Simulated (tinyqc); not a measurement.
Surface potential of a MOS transistor: implicit equation and explicit approximations: two steps of the calculation.

p-type body, charge-sheet picture, depletion and inversion only, full ionisation (an idealisation for deep acceptors), Boltzmann statistics (rough once Na exp(x - xn) passes about Nc/7). In units of Vt: xg = (Vg - Vfb)/Vt, x = psi/Vt, G = gamma/sqrt(Vt), xn = (2 phiF + Vc)/Vt. The implicit equation is (xg - x)^2 = G^2 [x - 1 + exp(x - xn)] for x above about 3. Cox = eps0 eox/tox.

Question 1. Explicit approximation. Depletion value a = 1 + [sqrt(G^2/4 + xg - 1) - G/2]^2; inversion value b = xn + ln[(xg - xn)^2/G^2 - xn + 1] and first guess y = min(a, b) - ln(1 + exp(-|a - b|)) if a > xn + 1, else b = y = a; one second-order correction with D = exp(y - xn), p = 2 (xg - y) + G^2 (1 + D), w = (xg - y)^2 - G^2 (y - 1 + D): z = y + 2 w/(p + sqrt(p^2 - 2 (2 - G^2 D) w)), or the Newton step z = y + w/p where the root is not real.

G = 0.68193528
xn = 13.682452
xg = 30.171747

Wanted: a; b; y; p; w; z.

Answer 1.

a = 26.714
b = 20.032
y = 20.030
p = 286.41
w = -171.67
z = 19.431

The root of the implicit equation is x = 19.1715; y misses it by 0.86 and z by 0.26, in units of Vt (Newton branch).

Question 2. New x. D = exp(x - xn), f = (xg - x)^2 - G^2 (x - 1 + D), f' = -2 (xg - x) - G^2 (1 + D), x(new) = x - f/f'.

x after iteration 2 = 19.197970
G = 0.68193528
xn = 13.682452
xg = 30.171747

Find: D; f; f'; x after iteration 3.

Answer 2.

D = 248.5
f = -3.609
f' = -138.0
x after iteration 3 = 19.17

tinyqc, about 0.01 s, one thread, Intel Xeon 2.30GHz (shared host): `OMP_NUM_THREADS=1 python tinyqc.py 2122021 2122022 out.jsonl`
